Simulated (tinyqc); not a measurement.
What moves the results: free-carrier optics of a doped semiconductor (Drude model with one polar phonon). A value that a table varies takes the place of the one given here.

eps(E) = ei [1 - Ep^2/(E^2 + i E Gam)] + (es - ei) wT^2/(wT^2 - E^2 - i E gT), with Ep^2 = 8 pi c (e^2/(4 pi eps0)) N/(m ei), c = hbar^2/2m0, N in 1/angstrom^3 (1e-24 per 1/cm^3); Gam = hbar/tau, tau = mu m m0/e with m0/e = 5.685630e-12 kg/C and mu in m^2/(V s). Energies in meV.

n + i k = sqrt(eps1 + i eps2) with k >= 0; R = ((n - 1)^2 + k^2)/((n + 1)^2 + k^2) at normal incidence from vacuum; alpha = 2 E k/(hbar c), times 1e8 for 1/cm; loss function Im(-1/eps) = eps2/(eps1^2 + eps2^2).

Constants: hbar^2/2m0 = 3.80998211 eV angstrom^2; e^2/(4 pi eps0) = 14.39964547 eV angstrom; hbar = 6.58211957e-16 eV s; hbar c = 1973.269805 eV angstrom.

Inputs chosen for the exercise (mass and dielectric values near those of InAs; N and mu are free inputs; interband absorption and the rise of the mass with filling are left out; not measured data):
- m = 0.0288 m0 (conductivity mass)
- ei = 12.04 (high-frequency dielectric constant)
- wT = 26.8 meV (TO phonon)
- es = 14.87 (static dielectric constant)
- N = 7e+16 1/cm^3 (carrier density)
- mu = 13000 cm^2/(V s) (mobility)
- gT = 0.5 meV (phonon damping)
- E = 43.6 meV (photon energy)

## The coupled modes against doping

L-, L+ solve E^4 - (wL^2 + Ep^2) E^2 + Ep^2 wT^2 = 0, wL = wT sqrt(es/ei); damping left out; energies in meV.

Modes:
```
N (1/cm^3)      Ep     L-      L+  Ep sqrt(ei/es)
7.0e+15       5.28   4.73   29.87            4.75
2.0e+16       8.92   7.95   30.06            8.02
7.0e+16      16.68  14.46   30.93           15.01
1.0e+17      19.94  16.91   31.60           17.94
2.0e+17      28.20  21.72   34.79           25.38
4.0e+17      39.88  24.75   43.19           35.89
9.0e+17      59.82  26.05   61.54           53.83
2.0e+18      89.18  26.49   90.21           80.25
7.0e+18     166.84  26.72  167.36          150.13
```

wL = 29.78 meV

At low density L- follows Ep sqrt(ei/es) (4.73 against 4.75), a plasmon screened by the lattice, and L+ starts at wL. At the highest density L- has come within 0.08 meV of wT, since the carriers screen the field that lifts wL, and L+ is within 0.52 meV of Ep. The branches are closest, 13.07 meV, at 2e+17 1/cm^3 of those listed. The mass is held fixed, while in a real band it rises with filling.

## Reflectance across the plasma edge

Spectrum:
```
E (meV)     eps1    eps2      R  alpha (1/cm)
1.7      -254.28  489.58  0.915      3.46e+03
5.0       -82.00   59.98  0.885      4.86e+03
8.3       -27.55   15.93  0.836      4.58e+03
11.7       -7.35    6.08  0.669      3.45e+03
14.2        0.11    3.51  0.253      1.88e+03
16.7        5.05    2.24  0.173           824
18.4        7.76    1.75  0.230           581
20.9       11.74    1.38  0.303           425
25.0       28.17    3.52  0.469           840
33.4        3.95    0.49  0.111           417
50.1        9.58    0.10  0.262          80.4
83.4       11.23    0.02  0.292          25.2
```

Ep = 16.7 meV and Gam = 3.1 meV. R is 0.915 at the lowest energy and lowest, 0.111, at 33.4 meV of those listed; without damping and phonon it would vanish at Ep sqrt(ei/(ei - 1)) = 17.4 meV. At the highest energy R is 0.292, against 0.305 for ei alone. Between the last two rows alpha goes as E^-2.27, where the Drude limit far above Ep and Gam is E^-2; Gam and the phonon term both still act in these rows. The phonon adds its own band of high reflectance between wT = 26.8 meV and about wL = 29.8 meV, which the rows may miss. The lowest R listed is the dip just above wL, not the plasma minimum.

## What moves the optical constants

At the energy E. Each row changes one parameter from the base and keeps the others.

Results:
```
case                  Ep (meV)  Gam (meV)       R  alpha (1/cm)
base                     16.68       3.09  0.2409           118
N = 1.05e+17 1/cm^3      20.43       3.09  0.2210           174
m = 0.0346 m0            15.22       2.57  0.2471          87.6
mu = 7800 cm^2/(V s)     16.68       5.15  0.2413           179
ei = 12.64               16.28       3.09  0.2608           107
E = 52.3 meV             16.68       3.09  0.2663          72.1
```

The largest shifts from the base row, up to three for each result and ties (the steps differ in size, so this ranks the rows, not the parameters). Ep (meV): N +3.75, m -1.46, ei -0.40; unchanged at the printed digits by mu and E. Gam (meV): mu +2.06, m -0.52; unchanged at the printed digits by N, ei and E. R: E +0.0254, ei +0.0200, N -0.0199. alpha (1/cm): mu +61.1, N +56.1, E -45.7.

tinyqc: `OMP_NUM_THREADS=1 python tinyqc.py 1682282 1682283 out.jsonl`; about 0.01 s, one thread, shared Intel(R) Xeon(R) Processor @ 2.30GHz.
